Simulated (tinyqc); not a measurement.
Pairing against temperature: dopants and charged point defects at anneal temperature: Fermi-level effect, clustering and pairing. Computed by tinyqc, a small Python program. Command: `OMP_NUM_THREADS=1 python tinyqc.py 3008893 3008894 out.jsonl pairing walk`. One thread of a shared host (Intel(R) Xeon(R) Processor @ 2.30GHz), about 0.01 s of CPU time with the checks.

Boltzmann statistics and full ionisation of active dopants. Energies are counted from the valence band; the defect (a vacancy or self-interstitial) has five charge states, with all degeneracy factors one.

Inputs (values chosen for the exercise, with bands modelled on germanium):

| quantity | value | unit |
|---|---|---|
| site density N_s | 4.8e+22 | cm^-3 |
| pair binding energy E_b | 0.53 | eV |
| pair configurations Z | 6 | - |
| impurity diffusion prefactor D_0 | 0.00087 | cm^2/s |
| impurity migration energy E_m | 0.71 | eV |
| dielectric constant eps | 16.3 | - |
| active dopant density in the stored part N_2 | 5.8e+15 | cm^-3 |

Dopant: donor. Second part: pairing with a mobile impurity.

Constants: k_B = 8.617333262e-05 eV/K; e^2/(4 pi eps_0) = 14.39964548 eV angstrom.

Method. An oppositely charged mobile impurity (density M) pairs with the dopant: pairs/free = Z (N_2/N_s) exp(E_b/k_B T_2) for M << N_2; capture radius R = e^2/(4 pi eps eps_0 k_B T_2); D_m = D_0 exp(-E_m/k_B T_2); association rate 4 pi R D_m N_2; dissociation rate = association rate/(pairs/free); tau = 1/(sum of both).

Equilibrium and kinetics:

| T (K) | paired share | time constant (s) | D_m (cm^2/s) | effective D (cm^2/s) |
|---|---|---|---|---|
| 270 | 0.99982 | 7.4317e+05 | 4.8615e-17 | 8.5794e-21 |
| 300 | 0.99828 | 3.8985e+04 | 1.0281e-15 | 1.7675e-18 |
| 340 | 0.98115 | 1.7160e+03 | 2.6018e-14 | 4.9040e-16 |
| 380 | 0.88576 | 1.3508e+02 | 3.3350e-13 | 3.8098e-14 |
| 430 | 0.54144 | 7.5087e+00 | 4.1498e-12 | 1.9029e-12 |
| 480 | 0.21019 | 4.4216e-01 | 3.0538e-11 | 2.4120e-11 |
| 550 | 0.04952 | 1.3431e-02 | 2.7141e-10 | 2.5797e-10 |
| 650 | 0.00924 | 2.9554e-04 | 2.7198e-09 | 2.6946e-09 |

Half the impurity is paired at T = E_b/(k_B ln(N_s/(Z N_2))) = 435 K. The time constant at 300 K is 39000 s. Below 435 K pairs win, and the effective diffusivity has the activation energy E_m + E_b = 1.24 eV; above it the impurity is free and moves with E_m = 0.71 eV.
